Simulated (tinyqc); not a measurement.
Scattering of inversion-layer electrons by surface optical phonons of the gate insulator (remote phonon scattering): one step, computed by the program tinyqc.

One subband with the Fang-Howard envelope; insulator and channel are half-spaces, the gate is far away, and an interlayer only moves the polar surface away by t (its own modes and its permittivity contrast are left out).

Task: Surface modes and strengths. eps(w) = eps_inf + (eps_0s - eps_i) w1^2/(w1^2 - w^2) + (eps_i - eps_inf) w2^2/(w2^2 - w^2). Surface modes solve eps(w) + eps_s = 0, a quadratic in w^2; the strength of a mode is g = 2/(w d eps/dw). Occupation N = 1/(exp(hbar w/(k_B T)) - 1).

Inputs (values chosen for the exercise, modelled on AlN on germanium):
```
quantity                                 value  unit
static constant of the insulator eps_0s   8.95     -
intermediate constant eps_i               7.47     -
optical constant eps_inf                  4.77     -
hbar omega_TO1                            81.4   meV
hbar omega_TO2                            90.5   meV
constant of the channel eps_s             16.2     -
temperature T                              300     K
```

Constants: k_B = 8.617333262e-05 eV/K.

Give: hbar omega_SO; strengths g; occupations N; hbar omega g (2 N + 1).

Result:

hbar omega_SO (meV): 1 82.97, 2 97.23

strengths g: 1 0.000911, 2 0.007015

occupations N: 1 0.04207, 2 0.02381

hbar omega g (2 N + 1) (meV): 1 0.0819, 2 0.7146

The upper mode has the larger hbar omega g N, the prefactor of absorption before the dependence on q: 0.00318 and 0.0162 meV.
